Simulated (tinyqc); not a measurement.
## Metal-interlayer-semiconductor contact, depinning against tunnelling resistance: contact resistivity against the interlayer thickness

Zero bias, n-type semiconductor. Gap states at the semiconductor surface thin out as exp(-be ti), which unpins the barrier; electrons must then cross the interlayer (a rectangular barrier, no voltage drop across it) and the parabolic depleted layer, both by WKB. Energies E are counted from the Fermi level; no image force, parabolic bands.

S = 1/(1 + (1/S0 - 1) exp(-be ti)); phiB = S (phiM - chi) + (1 - S)(Eg - E0); xi = Ec - EF deep inside, from Nd = Nc F(-xi/Vt), F(x) = (2/sqrt(pi)) int_0^infinity sqrt(u) du/(1 + exp(u - x)); band bending U = phiB - xi; E00 = (hbar/2) sqrt(Nd/(eps0 eps_r mt m0)) in volts; A = 4 pi q mA m0 kB^2/h^3. With U = phiB - xi: for xi < E < phiB, y = (E - xi)/U and G1 = (U/E00) [sqrt(1 - y) - y ln((1 + sqrt(1 - y))/sqrt(y))], G1 = 0 above phiB; G2 = 2 ti sqrt(mi max(phiB + dE - E, 0)/C), C = hbar^2/(2 m0); f = 1/(1 + exp(E/Vt)); 1/rho_c = (A T^2/Vt^2) times the integral of exp(-G1 - G2) f over E from xi upwards. Shares under 0.001 % are printed as 0; rows without band bending are left out.

Parameters, values chosen for the exercise; semiconductor values close to those of gallium arsenide; interlayer mass of the order of that in aluminium oxide, offset chosen freely: temperature T = 400 K; band gap Eg = 1.41 eV; relative permittivity eps_r = 13.2; electron affinity chi = 3.99 eV; conduction-band density of states at T Nc = 6.77e17 cm^-3; tunnelling mass in the semiconductor mt = 0.0696 m0; Richardson mass mA = 0.0673 m0; donor density Nd = 1.7e18 cm^-3; charge-neutrality level above the valence band E0 = 0.52 eV; pinning factor without interlayer S0 = 0.097; metal work function phiM = 4.43 eV; conduction-band offset of the interlayer above the semiconductor dE = 2.54 eV; tunnelling mass in the interlayer mi = 0.36 m0; decay constant of gap states through the interlayer be = 1.7 1/nm.

Constants: q = 1.602176634e-19 C, kB = 1.380649e-23 J/K, eps0 = 8.8541878128e-12 F/m, hbar = 1.054571817e-34 J s, h = 6.62607015e-34 J s, m0 = 9.1093837015e-31 kg, Vt = kB T/q, hbar^2/(2 m0) = 0.0380998212 eV nm^2. Results are converted to the units shown.

The same in every row: E00/Vt = 0.733.

Result of one run:
```
ti (nm)      S  phiB (eV)  rho_c (ohm cm^2)  rho_c with G2 = 0 (ohm cm^2)  peak of the integrand (eV)  share above phiB (%)
2.4      0.864      0.501            2.68e7                       6.80e-4                       0.331                  3.55
```

What becomes of these results when the interlayer thickness ti is changed from 2.4 to 2 nm, all else the same?

Result of the changed run:
```
ti (nm)      S  phiB (eV)  rho_c (ohm cm^2)  rho_c with G2 = 0 (ohm cm^2)  peak of the integrand (eV)  share above phiB (%)
2        0.763      0.547            1.46e6                       0.00200                       0.353                  2.53
```

The whole series:
```
ti (nm)       S  phiB (eV)  rho_c (ohm cm^2)  rho_c with G2 = 0 (ohm cm^2)  peak of the integrand (eV)  share above phiB (%)
0        0.0970      0.846              2.68                          2.68                       0.492                 0.219
0.4       0.175      0.811              74.2                          1.15                       0.483                 0.341
0.8       0.295      0.757            1.25e3                         0.312                       0.461                 0.564
1.2       0.452      0.686            1.35e4                        0.0568                       0.426                 0.966
1.6       0.620      0.611            1.24e5                       0.00933                       0.387                  1.62
2         0.763      0.547            1.46e6                       0.00200                       0.353                  2.53
2.4       0.864      0.501            2.68e7                       6.80e-4                       0.331                  3.55
2.8       0.926      0.473            7.50e8                       3.51e-4                       0.319                  4.60
3.2       0.961      0.457           2.83e10                       2.42e-4                       0.315                  5.63
```

As ti goes from 0 to 3.2, phiB falls from 0.846 to 0.457 eV and rho_c rises from 2.68 to 2.83e10 ohm cm^2. No thickness listed beats the bare contact: tunnelling through the layer costs more than the change of the barrier gains. The ratio of rho_c to its value with G2 = 0 runs from 1.00 to 1.17e14.

Numbers from tinyqc (`OMP_NUM_THREADS=1 python tinyqc.py 2270089 2270090 out.jsonl`; about 0.02 s on one thread of a shared Intel Xeon 2.30GHz).
